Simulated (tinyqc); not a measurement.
## Bandgap voltage reference from two bipolar transistors: effect of the output resistor at T0

Two transistors of area 1 and N carry the same current I. Is(T) = Is (T/T0)^eta exp[(Vg0 q/kB)(1/T0 - 1/T)], VBE1 = Vt ln(I/Is(T)) + I rb, VBE2 = Vt ln(I/(N Is(T))) + I rb/N. The amplifier forces I R1(T) = VBE1 - VBE2 + Vos, with R(T) = R (1 + tc (T - T0)) for both resistors, and the output is Vref = VBE1 + I R2(T). Base currents and the Early effect are neglected.

Vt = kB T/q; I = (Vt ln N + Vos)/(R1(T) - rb (1 - 1/N)). Box coefficient: span of Vref between 233 and 398 K over its average over T and over 165 K. The last column is the R2 that gives zero slope at T0.

Inputs (values chosen for the exercise); values of the order met in silicon bipolar transistors:
- T0 = 300 K (reference temperature)
- Vg0 = 1.141 V (band-gap voltage extrapolated to 0 K)
- eta = 3.5 (temperature exponent of the saturation current)
- Is = 2.2e-17 A (saturation current of the unit transistor at T0)
- N = 15 (area ratio of the second transistor)
- R1 = 9.1 kohm (resistor across which the difference of VBE falls, at T0)
- tc = -1500 ppm/K (temperature coefficient of both resistors)
- Vos = -2.3 mV (offset of the amplifier)
- rb = 120 ohm (series resistance of the unit transistor)

Constants: q = 1.602176634e-19 C, kB = 1.380649e-23 J/K. Results are converted to the units shown.

Effect of the output resistor at T0:
```
R2 (kohm)	I at T0 (uA)	Vref at T0 (V)	slope at T0 (uV/K)	box coefficient (ppm/K)	R2 for zero slope (kohm)
59.33	7.533	1.134	-134.6	119.1	64.49
61.26	7.533	1.149	-84.22	73.54	64.49
63.2	7.533	1.164	-33.58	28.96	64.49
64.49	7.533	1.173	0.09324	4.434	64.49
65.78	7.533	1.183	33.77	28.53	64.49
67.71	7.533	1.198	84.15	70.25	64.49
69.65	7.533	1.212	134.8	111.1	64.49
```

Read the table: what changes, and by how much?

As R2 goes from 59.33 to 69.65, Vref rises from 1.134 to 1.212 V and the box coefficient goes from 119 through a minimum of 4.43 (at R2 = 64.49 among the rows listed) to 111 ppm/K. One per cent in R2 moves the slope by 16.8 uV/K.

tinyqc, about 0.02 s, one thread, Intel Xeon 2.30GHz (shared host): `OMP_NUM_THREADS=1 python tinyqc.py 2062005 2062006 out.jsonl`
